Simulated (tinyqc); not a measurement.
Elastic trap-assisted tunnelling through a dielectric: one step of the calculation.

Emitter at x = 0 (Fermi level 0), collector at x = t (Fermi level -V), band edge U(x) = phi - F x, F = V/t. A trap at x has the energy E = U(x) - Et. With G(u) = (4/(3 F)) sqrt(mo/C) max(u, 0)^1.5, C = hbar^2/(2 m0): S1 = G(phi - E) - G(Et), S2 = G(Et) - G(phi - V - E), T1,2 = exp(-S1,2). The steady rate through one trap is nu T1 T2 (f1 - f2)/(T1 + T2), f1 = f(E), f2 = f(E + V), f(y) = 1/(1 + exp(y/Vt)); both contacts offer states at E.

Problem. The best-placed trap against direct tunnelling. At x = xs: E, S1, S2 and the occupation (T1 f1 + T2 f2)/(T1 + T2). Direct tunnelling at E = 0 has S = (4/(3 F)) sqrt(mo/C) [phi^1.5 - max(phi - V, 0)^1.5].

Values chosen for this exercise; dielectric values close to those of silicon dioxide:
```
symbol  value  unit                                           meaning
T         300     K                                       temperature
phi      3.05    eV             barrier above the emitter Fermi level
mo       0.51    m0                                   tunnelling mass
t         6.3    nm                                         thickness
Et       2.23    eV  trap depth below the band edge of the dielectric
nu       1e13   1/s                                 attempt frequency
V        3.21     V                                           voltage
```

Constants: q = 1.602176634e-19 C, kB = 1.380649e-23 J/K, hbar = 1.054571817e-34 J s, m0 = 9.1093837015e-31 kg, Vt = kB T/q, hbar^2/(2 m0) = 0.0380998212 eV nm^2. Results are converted to the units shown.

xs = 2.39 nm

Find: E; S1; S2; occupation; S of direct tunnelling.

Solution.

E = -0.3978 eV
S1 = 29.41
S2 = 30.77
occupation = 0.7963
S of direct tunnelling = 51.00

Range of the model: Phonon-assisted (inelastic) capture, chains of traps and a spread of trap depths are left out.

Program tinyqc, `OMP_NUM_THREADS=1 python tinyqc.py 2370098 2370099 out.jsonl`; Intel Xeon 2.30GHz, shared host, one thread, about 0.04 s.
